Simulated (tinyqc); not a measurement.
Rapid thermal processing of a wafer: radiative balance, ramp and cooling, pattern effects, pyrometer error and spike budget: one step, computed by the program tinyqc.

The wafer is opaque and uniform through its thickness unless said otherwise; temperatures in formulas are in kelvin (C + 273.15). sigma = 5.670374419e-12 W/(cm^2 K^4).

Question. Power to hold and to ramp. Effective emissivity between parallel grey plates: eps_eff = 1/(1/eps + 1/(1 - r) - 1). Loss per area q(T) = 2 eps_eff sigma (T^4 - T_w^4) + h (T - T_w). Absorbed power during a ramp = q(T) + C d x ramp rate; thermal time constant tau = C d/(dq/dT), dq/dT = 8 eps_eff sigma T^3 + h; natural cooling rate q/(C d); front-to-back difference under one-sided heating at the end of the ramp = (absorbed power) d/(2 k).

Inputs (values chosen for the exercise, modelled on a hot silicon wafer):
```
quantity                                              value         unit
wafer thickness d                                       625   micrometre
heat capacity per volume C                             2.06   J/(cm^3 K)
thermal conductivity k                                 0.29     W/(cm K)
emissivity eps of each face                            0.61            -
reflectivity of the chamber walls r                     0.2            -
gas heat-transfer coefficient h, both faces together    2.8  mW/(cm^2 K)
wall temperature T_w                                    300            K
process temperature                                    1140            C
ramp rate                                                44          K/s
```

Give: eps_eff; holding power q; power at the end of the ramp; dq/dT; time constant tau; natural cooling rate; front-to-back difference.

Answer.

eps_eff = 0.52928

holding power q = 27.006 W/cm^2

power at the end of the ramp = 32.671 W/cm^2

dq/dT = 70.557 mW/(cm^2 K)

time constant tau = 1.8248 s

natural cooling rate = 209.76 K/s

front-to-back difference = 3.5206 K

Radiation carries 88 % of the loss. The ramp needs 1.2 times the holding power.
